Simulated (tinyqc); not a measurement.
Comparisons within one model: inter-valley coupling by envelope functions against a chain of atomic planes. A value that a table varies takes the place of the one given here.

Chain: E(phi) = e0 + 2 v cos(phi) + 2 u cos(2 phi), cos(phi0) = -v/(4u), e0 = 2u + v^2/(4u); plane j = 0, 1, ... has the potential V_j = dE x_j + F (j - 30) a/4 (1 MV/m = 1e-4 V/angstrom). There are 30 barrier planes a side; with y = j - 29.5, x_j = xb (f(y) + f(Nw - y)), f(y) = 1/(1 + exp(y/L)), plus any Ge added in the well. The valley splitting is the spacing of the two lowest levels. Envelope theory: F_j solves a one-valley chain with hopping -b and diagonal 2b + V_j, b = 4u sin^2(phi0), sum F_j^2 = 1; the valleys couple by Dv = sum_j F_j^2 V_j exp(-2 i phi0 j) and split by 2|Dv|.

Inputs chosen for the exercise (near those of the Delta valleys of silicon in a SiGe well; the results hold for these values, not for the real material):
- a = 5.431 angstrom (lattice constant; planes lie a/4 apart)
- u = 0.617 eV (second-neighbour hopping)
- v = 0.753 eV (nearest hopping)
- Nw = 49 (planes in the well)
- L = 1.5 planes (interface width)
- xb = 0.32 (Ge fraction of the barriers)
- dE = 0.52 eV (offset per unit Ge fraction)
- F = 2 MV/m (field)
- xs = 0.04 (Ge fraction added on that plane)
- xw = 0.011 (mean Ge fraction of the wiggle)
- x0 = 3750 (start of the number sequence)
- na = 8000 (atoms a plane under the dot)
- js = 62 (plane j of a Ge spike (the well starts at j = 30))

## Position of the spike

The spike is moved through the well; position counted from the first well plane, j - 30.

Against position:
```
j - 30,"F_j^2, smooth",mean of the doublet (meV),"splitting, chain (micro-eV)",envelope,first order
2,0.00471,14.03,182,180,196
6,0.01312,14.18,496,493,546
10,0.02340,14.38,887,882,973
15,0.03388,14.59,1314,1310,1409
20,0.03807,14.69,1504,1501,1584
24,0.03630,14.65,1432,1430,1510
32,0.02346,14.38,893,891,976
39,0.01017,14.13,381,379,423
47,0.00124,13.96,48,48,52
```

How do the results move?

The splitting is largest at plane 20 among these rows (1504 micro-eV), and the smooth envelope peaks at plane 20, counting all planes; without a spike it is 0.057. Where the splitting exceeds 20 micro-eV the envelope theory lies within 0.8 % of the chain and first order within 11 %.

## A periodic Ge profile (wiggle well)

periods (planes): pi/phi0 1.67031, pi/(pi - phi0) 2.49185

Added fraction xw (1 - cos(2 pi (j - 30)/p)) on the well planes; p = f times the resonant period pi/(pi - phi0). At resonance the estimate is dE xw.

Against period:
```
f,p (planes),mean of the doublet (meV),"splitting, chain (micro-eV)",envelope
0.90,2.2427,19.57,159,171
0.95,2.3673,19.43,2264,2369
0.98,2.4420,19.54,4942,5025
0.99,2.4669,19.60,5479,5509
1.00,2.4918,19.62,5680,5664
1.01,2.5168,19.60,5536,5494
1.02,2.5417,19.55,5097,5047
1.05,2.6164,19.42,2855,2790
1.10,2.7410,19.52,297,272
1.50,3.7378,19.61,7,7
3.00,7.4755,19.61,8,8
```

How do the results move?

The splitting peaks at f = 1 with 5.68 meV, against the estimate dE xw = 5.72 meV, and is 0.87 and 0.90 of the value at f = 1 two per cent off to either side: the width of the resonance is set by the number of periods under the envelope. At f = 3 it is 8 micro-eV. The chain has one orbital a plane and knows only this resonance; longer periods that work through other bands are outside it.

## Random alloy fluctuations

A uniform fraction x is added on all planes. Each plane j then fluctuates by q sqrt(x_j (1 - x_j)/na) in Ge fraction, q = sqrt12 (z/2147483647 - 1/2) with z(new) = 16807 z mod 2147483647 from x0, restarted for each row; 24 samples. Theory: Dv is a complex Gaussian with sigma^2 = dE^2 sum F_j^4 x_j (1 - x_j)/na, and the mean splitting is sqrt(pi) sigma if the smooth part is negligible.

Splitting (micro-eV):
```
x,sigma,sqrt(pi) sigma,mean of 24,least,largest
0.00,18.2,32.3,30.4,10.4,67.9
0.01,98.8,175.1,171.7,57.9,418.7
0.02,137.8,244.3,240.0,87.8,584.0
0.05,213.5,378.4,372.4,144.6,903.4
0.10,293.3,519.9,512.2,203.0,1240.2
```

What does this show, and why?

Without added Ge the disorder sits in the barriers, where the state is small: mean 30.4 micro-eV, against 0.057 for the smooth well. With 5 % Ge in the well the mean is 372, theory 378, with a statistical error of about 11 % for 24 samples; the miss is -2 %, and since every row reuses one sequence the rows with added Ge miss alike. The spread grows with the mean: at 5 % the samples run from 145 to 903, so small splittings remain possible. sigma falls as 1/sqrt(na) for larger dots. A chain with one orbital a plane has no Bloch-function factor, which scales all these couplings down in fuller models.

## What each parameter does

Chain with the spike on plane js. Each row changes one parameter from the base and keeps the others.

Results:
```
case,level (meV),splitting (micro-eV)
base,14.382,892.7
Nw = 55,13.610,974.6
L = 2 planes,15.024,920.1
xb = 0.37,14.616,907.2
dE = 0.572 eV,14.577,984.1
F = 4 MV/m,19.874,672.2
js = 65,14.265,657.7
xs = 0.052,14.502,1131.1
```

What can be read from the table?

The largest shifts from the base row, up to three for each result and ties (the steps differ in size, so this ranks the rows, not the parameters). level (meV): F +5.491, Nw -0.773, L +0.641. splitting (micro-eV): xs +238.4, js -235.0, F -220.5.

Run: tinyqc, `OMP_NUM_THREADS=1 python tinyqc.py 1481707 1481708 out.jsonl`; Intel(R) Xeon(R) Processor @ 2.30GHz, one thread, shared host; about 0.1 s of CPU time with all checks.
